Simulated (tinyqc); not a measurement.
Gate work function from the charge.

Inverse problem. For an undoped double gate, Q = 8 eps0 eps_r Vt beta tan(beta)/ts with 0 < beta < pi/2, and at the source (Vg - dphi)/(2 Vt) - ln[(2/ts) sqrt(2 eps0 eps_r Vt/(q ni))] = ln(beta) - ln(cos beta) + 2 r beta tan(beta), r = eps_r tox/(eox ts). Find beta and dphi.

Inputs (values chosen for the exercise); material values close to those of silicon:

| symbol | value | unit | meaning |
|---|---|---|---|
| T | 325 | K | temperature |
| eps_r | 11.9 |  | relative permittivity of the semiconductor |
| eox | 7.79 |  | relative permittivity of the gate insulator |
| tox | 4.2 | nm | insulator thickness |
| ts | 15 | nm | body thickness |
| Vg | 0.23 | V | gate voltage |

Constants: q = 1.602176634e-19 C, kB = 1.380649e-23 J/K, Vt = kB T/q, eps0 = 8.8541878128e-14 F/cm where lengths are in cm. Results are converted to the units shown.

Qs = 2.3101258 nC/cm^2
ni = 5.3161213e10 cm^-3

Answer. beta tan(beta) rises from 0 without bound on the interval, so the charge fixes beta; the second relation is then explicit in dphi.

beta = 0.121
dphi = -0.110 V

Computed by the program tinyqc: `OMP_NUM_THREADS=1 python tinyqc.py 2440156 2440157 out.jsonl`, one thread of a shared Intel Xeon 2.30GHz, about 0.03 s for the whole run.
